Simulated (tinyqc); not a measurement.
Worked calculation: CIS on RHF in the sto-3g basis, frozen core, for BeH2, spin multiplicity 1. One step of it, computed by the program tinyqc.

Task: CIS matrix, triplets. A(ia,jb) = (e_a - e_i) d_ij d_ab - (ij|ab).

orbital energies (hartree): MO1 -4.527127, MO2 -0.433826, MO3 -0.393790, MO4 0.213758, MO5 0.213758, MO6 0.398100, MO7 0.790561

Two-electron integrals over orbitals (pq|rs), unique and non-zero (hartree); the lowest 1 orbital is frozen and left out:
```
(22|22) 0.383661    (32|32) 0.161255    (33|22) 0.396237    (33|33) 0.419561
(42|42) 0.048077    (43|43) 0.013319    (44|22) 0.359587    (44|33) 0.343787
(44|44) 0.449859    (52|52) 0.048077    (53|53) 0.013319    (54|54) 0.024249
(55|22) 0.359587    (55|33) 0.343787    (55|44) 0.401360    (55|55) 0.449859
(62|22) -0.018434   (62|33) -0.043159   (62|44) 0.061699    (62|55) 0.061699
(62|62) 0.080888    (63|32) -0.092806   (63|63) 0.085258    (64|42) 0.046940
(64|64) 0.050069    (65|52) 0.046940    (65|65) 0.050069    (66|22) 0.384398
(66|33) 0.395498    (66|44) 0.358698    (66|55) 0.358698    (66|62) -0.030115
(66|66) 0.400608    (72|32) -0.041045   (72|63) 0.061959    (72|72) 0.056968
(73|22) -0.001482   (73|33) -0.018457   (73|44) 0.066201    (73|55) 0.066201
(73|62) 0.076451    (73|66) -0.022312   (73|73) 0.085271    (74|43) 0.013485
(74|74) 0.016823    (75|53) 0.013485    (75|75) 0.016823    (76|32) 0.141104
(76|63) -0.092776   (76|72) -0.050588   (76|76) 0.138256    (77|22) 0.411208
(77|33) 0.428515    (77|44) 0.383016    (77|55) 0.383016    (77|62) -0.025525
(77|66) 0.420572    (77|73) -0.001704   (77|77) 0.467824
```

Give: CIS matrix A, triplet.

Result:

CIS matrix A, triplet (hartree):
```
       2>4    2>5     2>6     2>7    3>4    3>5     3>6     3>7
2>4  0.288  0.000   0.000   0.000  0.000  0.000   0.000   0.000
2>5  0.000  0.288   0.000   0.000  0.000  0.000   0.000   0.000
2>6  0.000  0.000   0.448   0.000  0.000  0.000   0.000  -0.141
2>7  0.000  0.000   0.000   0.813  0.000  0.000  -0.141   0.000
3>4  0.000  0.000   0.000   0.000  0.264  0.000   0.000   0.000
3>5  0.000  0.000   0.000   0.000  0.000  0.264   0.000   0.000
3>6  0.000  0.000   0.000  -0.141  0.000  0.000   0.396   0.000
3>7  0.000  0.000  -0.141   0.000  0.000  0.000   0.000   0.756
```
